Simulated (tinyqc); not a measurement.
## A discretised effective-mass wire between two leads, recursive Green functions: effect of the strength of the potential

Finite differences on a grid of step a give a chain with hopping -t, t = C/(m a^2), C = hbar^2/(2 m0), and site energies 2 t + U_i for the N = 9 sites of the device; the semi-infinite leads have site energy 2 t. Each slice is one site, and V = -t couples neighbouring slices.

Sigma = t^2 g(E - 2 t), g(x) = (x - i sqrt(4 t^2 - x^2))/(2 t^2) for |x| < 2 t and (x - sign(x) sqrt(x^2 - 4 t^2))/(2 t^2) otherwise; Gamma = i (Sigma - Sigma^dagger); both leads give the same. Forward pass: g_1 = (E - H_1 - Sigma)^(-1), g_i = (E - H_i - V g_(i-1) V^dagger)^(-1), with Sigma also subtracted on the last slice; G_(i,1) = g_i V G_(i-1,1), starting from g_1. H_i is the block of slice i, its site energy. T(E) = Tr[Gamma G_(N,1) Gamma G_(N,1)^dagger]. All U are multiplied by the factor sc.

Inputs (values chosen for the exercise):
- m = 0.041 m0 (effective mass)
- a = 0.76 nm (grid step)
- U = [0, 0.525, 0.9, 1.125, 1.2, 1.125, 0.9, 0.525, 0] eV (potential on the sites 1 to N)
- E = 0.632 eV (energy above the band bottom of the leads)

Constants: q = 1.602176634e-19 C, hbar = 1.054571817e-34 J s, m0 = 9.1093837015e-31 kg, hbar^2/(2 m0) = 0.0380998212 eV nm^2. Results are converted to the units shown.

Effect of the strength of the potential:
```
sc        T(E)  reflection, modes - T(E)
0        1.000                         0
0.25    0.9865                   0.01346
0.5     0.4769                    0.5231
0.75   0.06272                    0.9373
1     0.009319                    0.9907
1.25  0.001886                    0.9981
1.5   4.779e-4                    0.9995
1.75  1.426e-4                    0.9999
2     4.820e-5                     1.000
```

T(E) falls from 1.00 to 4.82e-5. At sc = 0 the device equals the leads and transmits all 1 open mode(s). Between the first two non-zero rows the reflection goes as sc^(5.28); the sc^2 of weak scattering holds only at smaller sc than these rows.

Computed by the program tinyqc: `OMP_NUM_THREADS=1 python tinyqc.py 2660039 2660040 out.jsonl`, one thread of a shared Intel Xeon 2.30GHz, about 0.02 s for the whole run.
